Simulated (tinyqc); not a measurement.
Inside a calculation. Method: geometry optimisation on the RHF/sto-6g surface (energies and gradients from PySCF), for H3-, spin multiplicity 1. The basis has no diffuse functions, so it cannot describe the extra electron: this is an exercise in the method, not the real anion. Computed by tinyqc, a small Python program that keeps every step (integrals from PySCF). Settings: charge = -1, multiplicity = 1, basis = sto-6g, optimiser = bfgs, first Hessian = 1.0, largest step = 0.5, iteration cap = 30. Command: `OMP_NUM_THREADS=1 python tinyqc.py 28374 28375 out.jsonl` (the two numbers bound the seeds that draw the settings). One thread of a shared host (Intel(R) Xeon(R) Processor @ 2.60GHz), about 0.8 s of CPU time with the checks.

## Step 1: energy and gradient

positions at the start (bohr), order 1H, 2H, 3H:
```
[[-0.0113, 0.0170, -0.0699],
 [0.0151, -0.0548, 1.7329],
 [-0.0113, 1.4192, 0.7823]]
```

Self-consistent energy and analytic gradient at these positions.

energy = -0.760513 hartree

gradient (hartree/bohr), order 1H, 2H, 3H:
```
[[0.009917, -0.216154, 0.560745],
 [-0.010787, 0.075401, -0.707032],
 [0.000870, 0.140753, 0.146287]]
```

## Step 1: move

Quasi-Newton step p = -H^(-1) g (first H = 1 times the unit matrix); steps longer than 0.5 bohr are cut back (factor 0.525 here).

positions after step 1 (bohr), order 1H, 2H, 3H:
```
[[-0.0165, 0.1304, -0.3641],
 [0.0208, -0.0944, 2.1038],
 [-0.0118, 1.3453, 0.7056]]
```

## Step 2: energy and gradient

As before.

energy = -1.085373 hartree

gradient (hartree/bohr), order 1H, 2H, 3H:
```
[[0.004673, -0.129403, 0.247461],
 [-0.004105, -0.011708, -0.293602],
 [-0.000568, 0.141111, 0.046142]]
```

## Step 2: move

inverse Hessian in use (bohr^2/hartree):
```
[[1.0000, -0.0007, 0.0002, 0.0000, -0.0009, 0.0001, 0.0000, 0.0016, -0.0003],
 [-0.0007, 1.0277, -0.0343, 0.0004, 0.0145, 0.0355, 0.0004, -0.0422, -0.0011],
 [0.0002, -0.0343, 0.9917, 0.0009, -0.0508, 0.0308, -0.0011, 0.0851, -0.0225],
 [0.0000, 0.0004, 0.0009, 1.0000, 0.0011, -0.0015, 0.0000, -0.0015, 0.0006],
 [-0.0009, 0.0145, -0.0508, 0.0011, 0.9865, 0.0667, -0.0002, -0.0010, -0.0160],
 [0.0001, 0.0355, 0.0308, -0.0015, 0.0667, 0.9355, 0.0014, -0.1022, 0.0337],
 [0.0000, 0.0004, -0.0011, 0.0000, -0.0002, 0.0014, 1.0000, -0.0001, -0.0003],
 [0.0016, -0.0422, 0.0851, -0.0015, -0.0010, -0.1022, -0.0001, 1.0432, 0.0171],
 [-0.0003, -0.0011, -0.0225, 0.0006, -0.0160, 0.0337, -0.0003, 0.0171, 0.9888]]
```

Quasi-Newton step p = -H^(-1) g (the inverse Hessian comes from BFGS updates; coordinates in the order x, y, z of each atom); steps longer than 0.5 bohr are cut back.

positions after step 2 (bohr), order 1H, 2H, 3H:
```
[[-0.0215, 0.2885, -0.6165],
 [0.0245, -0.0479, 2.3891],
 [-0.0105, 1.1408, 0.6727]]
```

## Convergence

Stop when the largest gradient component is below 3e-5 hartree/bohr. The inverse Hessian follows the BFGS update with s = step, y = change of gradient.

Course of the optimisation:
```
step  E (hartree)  largest gradient (hartree/bohr)
1       -0.760513                         7.07e-01
2       -1.085373                         2.94e-01
3       -1.233193                         1.32e-01
4       -1.313820                         7.14e-02
5       -1.337295                         2.79e-02
6       -1.338822                         1.79e-02
7       -1.340359                         1.69e-02
8       -1.341314                         1.08e-02
9       -1.341653                         8.54e-03
10      -1.341819                         8.03e-03
11      -1.342057                         6.61e-03
12      -1.342218                         4.55e-03
13      -1.342310                         1.28e-03
14      -1.342320                         1.38e-04
15      -1.342320                         5.80e-06
```

Final distances (angstrom):
```
pair   distance
2H-1H    2.0004
3H-1H    1.0002
3H-2H    1.0002
```

Converged in 15 steps.
